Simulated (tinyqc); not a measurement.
From results back to parameters: phonon-assisted absorption at an indirect gap. Two cases, with inputs chosen for the exercise.

Problem. One phonon: alpha = A [N (E - Eg + w)^2 + (N + 1)(E - Eg - w)^2], each term only above its threshold, N = 1/(exp(w/kB Tm) - 1). The first two energies lie below the emission threshold and the third above it.

Constants: kB = 8.617333262e-05 eV/K.

Case 1.

Values chosen (out of a larger set: loosely those of SiGe at room temperature; Eg is not tied to T; not measured data): Es = (0.902, 0.962, 1.022) eV (three photon energies); Tm = 250 K.

alpha at the three energies (1/cm): 0.1109672  1.723639  9.594701

Case 2.

Values chosen (out of a larger set: loosely those of GaP at room temperature; Eg is not tied to T; not measured data): Es = (2.262, 2.316, 2.375) eV (three photon energies); Tm = 250 K.

alpha at the three energies (1/cm): 0.1905142  2.879473  16.83083

Find: slope sqrt(A N); threshold Eg - w; w; Eg; A.

Solution. sqrt(alpha) at the first two energies is a line with slope sqrt(A N) and intercept Eg - w. The excess at the third energy is A N exp(w/kB Tm) (E - (Eg - w) - 2w)^2, which has one root w with the emission threshold between the second and third energies.

Case 1.

slope sqrt(A N) = 16.33 1/(cm^(1/2) eV)
threshold Eg - w = 0.8816 eV
w = 50.4 meV
Eg = 0.932 eV
A = 2.5e+03 1/(cm eV^2)

Case 2.

slope sqrt(A N) = 23.34 1/(cm^(1/2) eV)
threshold Eg - w = 2.2433 eV
w = 45.7 meV
Eg = 2.289 eV
A = 4.0e+03 1/(cm eV^2)

Computed by tinyqc, one run a case: `OMP_NUM_THREADS=1 python tinyqc.py N N+1 out.jsonl` with N = 1650038, 1650077; one thread of a shared Intel(R) Xeon(R) Processor @ 2.30GHz, about 0.01 s a run at most.
